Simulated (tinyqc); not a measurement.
Occupation against the Fermi level: defect-molecule model of a vacancy with Jahn-Teller distortion.

Four dangling hybrids a, b, c, d point into the vacancy: H_ii = E0, and -gm between any two. A tetragonal distortion Q pairs a with b and c with d: those two couplings become -gm - I Q and the other four -gm + I Q/2, at an elastic cost k Q^2/2. The a1 level holds two electrons; charge states 2+, + and 0 put n = 0, 1, 2 more into the lowest level of t2 origin. Energy from the 2+ state at Q = 0, with the Fermi level mu counted from Ev: W_n(Q) = n (et - 2 I Q) + k Q^2/2 + Uc n (n - 1)/2 - n mu. et = E0 + gm is the undistorted t2 level.

Constants: kB = 8.617333262e-05 eV/K.

Inputs chosen for the exercise (of the size used for the vacancy in silicon; shifted at random, so the results belong to these values and not to a real crystal):
```
symbol  value  unit           meaning
E0      0.06   eV             level of a dangling hybrid, from Ev
gm      0.28   eV             coupling between two dangling hybrids
I       1.06   eV/angstrom    Jahn-Teller coupling
k       18.1   eV/angstrom^2  force constant of the mode
Uc      0.12   eV             repulsion of two electrons in one orbital
T       400    K              temperature
mu1     0.03   eV             first Fermi level
```

Weights g_n exp(-W_n/kT) with W_n = n et - n^2 E_JT + Uc n (n - 1)/2 - n mu, E_JT = 2 I^2/k, degeneracies 1, 6 (spin and three axes) and 3; mu = mu1 + 0.03 j eV.

Shares:
```
mu (eV)      2+       +       0  mean charge
0.03     0.9710  0.0265  0.0025       1.9685
0.06     0.9260  0.0604  0.0136       1.9124
0.09     0.8068  0.1257  0.0675       1.7393
0.12     0.5408  0.2012  0.2580       1.2828
0.15     0.2170  0.1928  0.5902       0.6268
0.18     0.0537  0.1139  0.8324       0.2212
0.21     0.0106  0.0536  0.9358       0.0748
0.24     0.0019  0.0234  0.9747       0.0273
0.27     0.0003  0.0099  0.9897       0.0106
```

What can be read from this table?

U_eff = Uc - 2 E_JT = -0.128 eV and kT = 34.5 meV. The + state reaches at most 20.1 % on these rows, at mu = 0.12 eV. The mean charge goes from 1.97 to 0.01.

Program tinyqc; command `OMP_NUM_THREADS=1 python tinyqc.py 1451217 1451218 out.jsonl`; about 0.01 s on one thread of a shared Intel(R) Xeon(R) Processor @ 2.30GHz.
